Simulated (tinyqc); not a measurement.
Empirical pseudopotential in a few plane waves, step by step. One step of it, computed by the program tinyqc.

Task: Bloch Hamiltonian at k. Basis: the 15 shortest G (labels in 2 pi/a), the same at every k. H(G,G') = c |k + G|^2 delta + VS(|G-G'|^2) cos((G-G').tau) + i VA sin((G-G').tau), tau = a/8 (1,1,1); 1 Ry = 13.605693 eV.

Parameters chosen for this model: fcc lattice, atoms at +/- a/8 (1,1,1); form factors in rydberg at |G|^2 in units of (2 pi/a)^2:
```
parameter                 value      unit
a                      5.770000  angstrom
VS(3)                 -0.194000        Ry
VS(8)                  0.009000        Ry
VS(11)                 0.043000        Ry
VA(3)                  0.049000        Ry
VA(4)                  0.086000        Ry
VA(11)                 0.004000        Ry
hbar^2/2m (2 pi/a)^2   4.517842        eV
```

k point k (2 pi / a): 0.350000  -0.050000  0.170000

Give: H(k) at k.

Result:

H(k) at k (eV), lower triangle (Hermitian):
```
                 +0+0+0           -1-1-1           -1-1+1           -1+1-1
+0+0+0           0.6953
-1-1-1   1.8664-0.4714i          10.0021
-1-1+1  -1.8664-0.4714i   0.0000+1.1701i          13.0742
-1+1-1  -1.8664-0.4714i   0.0000+1.1701i           0.1225           9.0985
-1+1+1  -1.8664+0.4714i          -0.1225   0.0000+1.1701i   0.0000+1.1701i
+1-1-1  -1.8664-0.4714i   0.0000+1.1701i           0.1225           0.1225
+1-1+1  -1.8664+0.4714i          -0.1225   0.0000+1.1701i           0.0000
+1+1-1  -1.8664+0.4714i          -0.1225           0.0000   0.0000+1.1701i
+1+1+1   1.8664+0.4714i           0.0000          -0.1225          -0.1225
-2+0+0   0.0000-1.1701i  -1.8664+0.4714i  -1.8664-0.4714i  -1.8664-0.4714i
+0-2+0   0.0000-1.1701i  -1.8664+0.4714i  -1.8664-0.4714i   0.4137-0.0385i
+0+0-2   0.0000-1.1701i  -1.8664+0.4714i   0.4137-0.0385i  -1.8664-0.4714i
+0+0+2   0.0000+1.1701i  -0.4137-0.0385i   1.8664+0.4714i  -0.4137+0.0385i
+0+2+0   0.0000+1.1701i  -0.4137-0.0385i  -0.4137+0.0385i   1.8664+0.4714i
+2+0+0   0.0000+1.1701i  -0.4137-0.0385i  -0.4137+0.0385i  -0.4137+0.0385i

                 -1+1+1           +1-1-1           +1-1+1           +1+1-1
-1+1+1          12.1706
+1-1-1           0.0000          16.3270
+1-1+1           0.1225   0.0000+1.1701i          19.3992
+1+1-1           0.1225   0.0000+1.1701i           0.1225          15.4235
+1+1+1   0.0000+1.1701i          -0.1225   0.0000+1.1701i   0.0000+1.1701i
-2+0+0   1.8664-0.4714i   0.4137-0.0385i  -0.4137-0.0385i  -0.4137-0.0385i
+0-2+0  -0.4137-0.0385i  -1.8664-0.4714i   1.8664-0.4714i  -0.4137-0.0385i
+0+0-2  -0.4137-0.0385i  -1.8664-0.4714i  -0.4137-0.0385i   1.8664-0.4714i
+0+0+2  -1.8664+0.4714i  -0.4137+0.0385i  -1.8664+0.4714i   0.4137+0.0385i
+0+2+0  -1.8664+0.4714i  -0.4137+0.0385i   0.4137+0.0385i  -1.8664+0.4714i
+2+0+0   0.4137+0.0385i   1.8664+0.4714i  -1.8664+0.4714i  -1.8664+0.4714i

                 +1+1+1   -2+0+0   +0-2+0   +0+0-2
+1+1+1          18.4956
-2+0+0  -0.4137+0.0385i  12.4417
+0-2+0  -0.4137+0.0385i   0.1225  19.6702
+0+0-2  -0.4137+0.0385i   0.1225   0.1225  15.6945
+0+0+2  -1.8664-0.4714i  -0.1225  -0.1225   0.0000
+0+2+0  -1.8664-0.4714i  -0.1225   0.0000  -0.1225
+2+0+0  -1.8664-0.4714i   0.0000  -0.1225  -0.1225

         +0+0+2   +0+2+0   +2+0+0
+0+0+2  21.8388
+0+2+0   0.1225  17.8631
+2+0+0   0.1225   0.1225  25.0916
```
